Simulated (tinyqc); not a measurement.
Standing waves and exposure in a photoresist film, step by step. Values are carried at full precision from step to step, so a last printed digit may differ when a step is redone from the rounded ones.

Normal incidence from air. Unexposed resist: N1 = n1 + i k1 with k1 = (A + B) lam/(4 pi), lam in micrometres. r01 = (1 - N1)/(1 + N1), t01 = 2/(1 + N1). Substrate Ns = ns + i ks: r12 = (N1 - Ns)/(N1 + Ns). With p = exp(2 pi i N1 d/lam), the field at depth z is E(z) = t01 [exp(2 pi i N1 z/lam) + r12 p^2 exp(-2 pi i N1 z/lam)]/(1 + r01 r12 p^2), the relative intensity I(z) = n1 |E(z)|^2 and the reflectance R = |(r01 + r12 p^2)/(1 + r01 r12 p^2)|^2.

Inputs chosen for the exercise (a resist on polySi, indices near tabulated ones; shifted at random, so the results belong to these values and not to a real crystal): lam = 248 nm (vacuum wavelength); n1 = 1.742 (resist index); A = 0.01 1/micrometre (bleachable absorption (Dill A)); B = 1.02 1/micrometre (fixed absorption (Dill B)); d = 513 nm (resist thickness); ns = 1.693 (substrate n); ks = 2.78 (substrate k); C = 0.016 cm^2/mJ (exposure rate (Dill C)); D = 60 mJ/cm^2 (incident dose); Ld = 5 nm (diffusion length of the post-exposure bake).

## Interface coefficients

Form N1, r01, t01 and r12.

N1 = 1.74200+0.02033i
r01 = -0.2706-0.0054i
t01 = 0.7294-0.0054i
r12 = -0.3849-0.4896i
|r12|^2 = 0.3879

Next to the bottom the intensity swings by a factor ((1 + |r12|)/(1 - |r12|))^2 = 18.5 between antinode and node.

## Round trip and reflectance

Form p^2, the denominator and R; the period of the standing wave is lam/(2 n1).

p^2 = 0.1580+0.5680i
1 + r01 r12 p^2 = 0.9396+0.0789i
R = 0.1054
period = 71.18 nm

The film holds 7.21 periods.

## Intensity and exposure over the lowest period

Nine depths from d - period to d. Without bleaching during the exposure the share of unexposed compound is m = exp(-C D I).

Profile:

| z (nm) | I | m |
|---|---|---|
| 441.8 | 0.410 | 0.675 |
| 450.7 | 0.119 | 0.892 |
| 459.6 | 0.273 | 0.769 |
| 468.5 | 0.780 | 0.473 |
| 477.4 | 1.340 | 0.276 |
| 486.3 | 1.624 | 0.210 |
| 495.2 | 1.462 | 0.246 |
| 504.1 | 0.947 | 0.403 |
| 513.0 | 0.380 | 0.694 |

I runs from 0.119 to 1.624 on these points, so m runs from 0.210 to 0.892; the least exposed point listed lies 62.3 nm above the bottom.

## Smoothing by the bake

Gaussian diffusion of length Ld multiplies a cosine of period L by exp(-2 pi^2 Ld^2/L^2). Give that factor, and the Ld that leaves 10 %.

factor = 0.907
Ld for 10 % = 24.31 nm

## Checks

- R against the transfer-matrix product: both 0.10536.
- Absorption (A + B) d times the mean of I against 1 - R - T: both 0.525.

Program tinyqc; command `OMP_NUM_THREADS=1 python tinyqc.py 1652276 1652277 out.jsonl`; about 0.01 s on one thread of a shared Intel(R) Xeon(R) Processor @ 2.30GHz.
